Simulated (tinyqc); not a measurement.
# Free and trapped electrons in a MOS channel with a dense trap tail: what changes with what

p-type body, charge-sheet picture, full ionisation (an idealisation for deep acceptors), Boltzmann statistics for free electrons. e = Ec - EF at the surface. Acceptor-like traps of density D(E) = D0 + De exp(-E/Ew) at depth E below Ec, from 0 to Eu, hold n_t = integral of D(E)/(1 + exp((e - E)/Vt)). psi = Eg - Vt ln(Nv/Na) - e; N_dep = sqrt(2 eps0 eps_r Na (psi - Vt)/q); n_f = sqrt(N_dep^2 + 2 eps0 eps_r Vt Nc exp(-e/Vt)/q) - N_dep; Vg = Vfb + psi + q (N_dep + n_t + n_f)/Cox, Cox = eps0 eox/tox.

Parameters, values chosen for the exercise; band and dielectric values close to those of 4H silicon carbide: temperature T = 475 K; band gap Eg = 3.2 eV; relative permittivity eps_r = 9.51; conduction-band density of states at T Nc = 3.45e19 cm^-3; valence-band density of states at T Nv = 4.92e19 cm^-3; relative permittivity of the insulator eox = 3.9; insulator thickness tox = 66 nm; acceptor density Na = 2.3e16 cm^-3; flat-band voltage without trapped charge Vfb = -2.5 V; constant background density of acceptor-like traps D0 = 2.7e11 cm^-2 eV^-1; density of the tail at the conduction edge De = 6.7e12 cm^-2 eV^-1; decay energy of the tail Ew = 0.08 eV; depth below Ec down to which the traps reach Eu = 0.55 eV; mobility of free electrons mf = 160 cm^2/(V s).

Constants: q = 1.602176634e-19 C, kB = 1.380649e-23 J/K, Vt = kB T/q, eps0 = 8.8541878128e-14 F/cm where lengths are in cm. Results are converted to the units shown.

Each table varies one quantity; the others keep the values above.

## Free and trapped charge against gate voltage

Free share n_f/(n_f + n_t); swing ln 10 n_f/(dn_f/dVg); field-effect mobility mf q (dn_f/dVg)/Cox, for a constant mf; oxide field q (N_dep + n_t + n_f)/(eps0 eox).

Results:
columns A: Vg (V); B: e (eV); C: n_f (cm^-2); D: n_t (cm^-2); E: free share (%); F: swing (mV/decade); G: field-effect mobility (cm^2/(V s)); H: oxide field (MV/cm)
```
A           B         C         D       E        F        G       H
2      0.6311   2.041e6   1.503e9  0.1356    153.3  0.01502  0.3402
3.2    0.2155  4.678e10  1.451e11   24.38    750.1    70.36  0.4590
4.5    0.1303  3.174e11  2.584e11   55.12     3014    118.8  0.6431
5.8   0.09424  6.507e11  3.325e11   66.18     5613    130.8  0.8346
8.3   0.05336  1.348e12  4.326e11   75.70  1.077e4    141.1   1.207
9.6   0.03828  1.727e12  4.710e11   78.57  1.348e4    144.5   1.402
10.8  0.02644  2.084e12  5.003e11   80.64  1.600e4    146.9   1.582
12.1  0.01524  2.476e12  5.267e11   82.46  1.874e4    149.1   1.777
```

Estimate the missing row, Vg = 7 V.

Computed row:
columns A: Vg (V); B: e (eV); C: n_f (cm^-2); D: n_t (cm^-2); E: free share (%); F: swing (mV/decade); G: field-effect mobility (cm^2/(V s)); H: oxide field (MV/cm)
```
A        B         C         D      E     F      G      H
7  0.07193  9.788e11  3.857e11  71.73  8079  136.7  1.013
```

With this row back in the table: n_f reaches 1e11 cm^-2 at Vg = 3.52 V, against 2.97 V without traps. The free share rises from 0.136 to 82.5 % and the field-effect mobility rises from 0.0150 to 149 cm^2/(V s), although mf = 160 is constant: in the last row 93.2 % of Cox dVg goes into free electrons. The swing in the first row is 153 mV a decade (Vt ln 10 = 94.3). For Vg = 7, 8.3, 9.6, 10.8, 12.1 EF lies less than 2 Vt below the band edge, or above it, where degeneracy and confinement, left out, matter.

## Effect of the decay energy of the tail

VT is the Vg for n_f = 1e11 cm^-2; swing ln 10 n_f/(dn_f/dVg) at n_f = 1e8 cm^-2; the last three columns are for Vg = VT + 5.3 V, with free share n_f/(n_f + n_t) and field-effect mobility mf q (dn_f/dVg)/Cox; there EF is near the band edge, where Boltzmann statistics are rough.

Results:
columns A: Ew (eV); B: e at VT (eV); C: VT (V); D: q n_t/Cox at VT (V); E: swing (mV/decade); F: n_f (cm^-2); G: free share (%); H: field-effect mobility (cm^2/(V s))
```
A          B      C       D      E         F      G      H
0.03  0.1828  3.290  0.3233  211.1  1.649e12  88.21  150.1
0.05  0.1828  3.343  0.3764  211.7  1.584e12  83.92  146.6
0.07  0.1828  3.446  0.4802  215.4  1.524e12  79.28  143.8
0.09  0.1828  3.597  0.6310  225.7  1.472e12  74.64  141.4
0.13  0.1828  3.990   1.024  270.3  1.392e12  66.20  137.8
0.15  0.1828  4.209   1.243  302.3  1.361e12  62.58  136.3
0.17  0.1828  4.431   1.465  338.5  1.334e12  59.37  135.1
```

Estimate the missing row, Ew = 0.11 eV.

Computed row:
columns A: Ew (eV); B: e at VT (eV); C: VT (V); D: q n_t/Cox at VT (V); E: swing (mV/decade); F: n_f (cm^-2); G: free share (%); H: field-effect mobility (cm^2/(V s))
```
A          B      C       D      E         F      G      H
0.11  0.1828  3.783  0.8166  244.2  1.429e12  70.24  139.4
```

With this row back in the table: As Ew goes from 0.03 to 0.17, VT rises from 3.29 to 4.43 V, its part due to traps rises from 0.323 to 1.46 V, the swing rises from 211 to 338 mV/decade and the field-effect mobility falls from 150 to 135 cm^2/(V s).

Computed by the program tinyqc: `OMP_NUM_THREADS=1 python tinyqc.py 2222119 2222120 out.jsonl`, one thread of a shared Intel Xeon 2.30GHz, about 0.02 s for the whole run.
